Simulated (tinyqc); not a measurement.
Inside a calculation. Method: Hueckel theory of the pi electrons, for the molecule [CH2]C([CH2])=C(Cl)C=O (SMILES; centres numbered as the heavy atoms are written). One step of it, computed by the program tinyqc.

Task: Orbitals. Diagonalise; E = alpha + x beta with beta < 0, so the largest x are filled first; degenerate levels share their electrons. P = sum n_i c_ri c_si; each orbital has its largest coefficient positive (the first on a tie).

Hueckel matrix in units of beta (H = alpha + beta A), lower triangle:
```
           1C        2C        3C        4C       5Cl        6C        7O
1C   0.000000
2C   1.000000  0.000000
3C   0.000000  1.000000  0.000000
4C   0.000000  1.000000  0.000000  0.000000
5Cl  0.000000  0.000000  0.000000  0.340000  2.200000
6C   0.000000  0.000000  0.000000  1.000000  0.000000  0.000000
7O   0.000000  0.000000  0.000000  0.000000  0.000000  0.980000  1.140000
```

pi electrons, sum of z_r less the charge = 8

Give: x values; occupations; coefficients; charge and bond-order matrix P.

Result:

x values: 2.3194  1.9475  1.5732  0.3649  0.0000  -0.9814  -1.8836

occupations: 2.0000  2.0000  2.0000  2.0000  0.0000  0.0000  0.0000

coefficients:
```
        MO1      MO2      MO3      MO4      MO5      MO6      MO7
1C   0.0913   0.1868  -0.3514  -0.3287   0.7071   0.3387  -0.3326
2C   0.2117   0.3638  -0.5528  -0.1199   0.0000  -0.3324   0.6264
3C   0.0913   0.1868  -0.3514  -0.3287  -0.7071   0.3387  -0.3326
4C   0.3085   0.3349  -0.1669   0.6136   0.0000  -0.3512  -0.5149
5Cl  0.8788  -0.4509   0.0905  -0.1137   0.0000   0.0375   0.0429
6C   0.2050   0.4417   0.2594   0.3825   0.0000   0.6643   0.3288
7O   0.1703   0.5360   0.5867  -0.4836   0.0000  -0.3069  -0.1066
```

charge and bond-order matrix P, lower triangle:
```
          1C       2C       3C       4C      5Cl      6C      7O
1C    0.5494
2C    0.6418   0.9942
3C    0.5494   0.6418   0.5494
4C   -0.1046   0.4116  -0.1046   1.2232
5Cl   0.0031  -0.0288   0.0031   0.0705   1.9935
6C   -0.2313   0.0297  -0.2313   0.8051  -0.0780  0.9014
7O    0.1370  -0.0705   0.1370  -0.3252   0.0322  0.4777  1.7890
```
